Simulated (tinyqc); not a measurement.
Raman shift of the zone-centre optical phonon of a diamond-structure crystal under stress: one step, computed by the program tinyqc. Command: `OMP_NUM_THREADS=1 python tinyqc.py 3026631 3026632 out.jsonl ramanstress walk`. One thread of a shared host (Intel(R) Xeon(R) Processor @ 2.30GHz), about 0.01 s of CPU time with the checks.

Axes x, y, z are the cube axes. Strain shifts the threefold optical mode and can split it; p, q and r are the phonon deformation potentials.

Task: Secular matrix and shifts. Secular matrix: M_xx = p eps_xx + q (eps_yy + eps_zz), M_xy = 2 r eps_xy; its eigenvalues are omega^2 - omega_0^2, and the shifts are these over 2 omega_0.

Inputs (values chosen for the exercise, modelled on silicon): unstrained frequency omega_0 = 521.5 1/cm; p/omega_0^2 = -1.81; q/omega_0^2 = -2.39; r/omega_0^2 = -0.718.

Stress state: uniaxial. Axis: [210].

strain (per mille), rows x, y, z:
```
[[-1.030160, -0.445655, 0.000000],
 [-0.445655, 0.032937, 0.000000],
 [0.000000, 0.000000, 0.387302]]
```

Give: M/(2 omega_0); shifts, in rising order.

Result:

M/(2 omega_0) (1/cm), rows x, y, z:
```
[[0.2243, 0.1669, 0.0000],
 [0.1669, 0.3851, 0.0000],
 [0.0000, 0.0000, 0.4387]]
```

shifts, in rising order (1/cm): [0.1195, 0.4387, 0.4899]
